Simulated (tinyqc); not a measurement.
# Thickness and doping from the maximum and minimum capacitance

Inverse problem. A MOS capacitor has Cmax = Cox = eps0 eox/tox and 1/Cmin = 1/Cox + Wm/(eps0 eps_r), with Wm = sqrt(4 eps0 eps_r Vt ln(N/ni)/(q N)) and N well above ni. Find tox, Wm and N.

Inputs (values chosen for the exercise); band and dielectric values those of a made-up semiconductor:
```
symbol,value,unit,meaning
T,300,K,temperature
eps_r,9.67,,relative permittivity
eox,3.9,,relative permittivity of the gate insulator (close to silicon dioxide)
```

Constants: q = 1.602176634e-19 C, kB = 1.380649e-23 J/K, Vt = kB T/q, eps0 = 8.8541878128e-14 F/cm where lengths are in cm. Results are converted to the units shown.

Cmax = 0.80305424 uF/cm^2
Cmin = 0.15547649 uF/cm^2
ni = 1.1727703e9 cm^-3

Solution. Cmax gives tox and the series difference Wm. N follows by iterating N = 4 eps0 eps_r Vt ln(N/ni)/(q Wm^2); ln(N/ni)/N falls steadily for N > e ni, so there is one root in that range.

tox = 4.300 nm
Wm = 44.41 nm
N = 5.600e17 cm^-3

Program tinyqc, `OMP_NUM_THREADS=1 python tinyqc.py 2060096 2060097 out.jsonl`; Intel Xeon 2.30GHz, shared host, one thread, about 0.01 s.
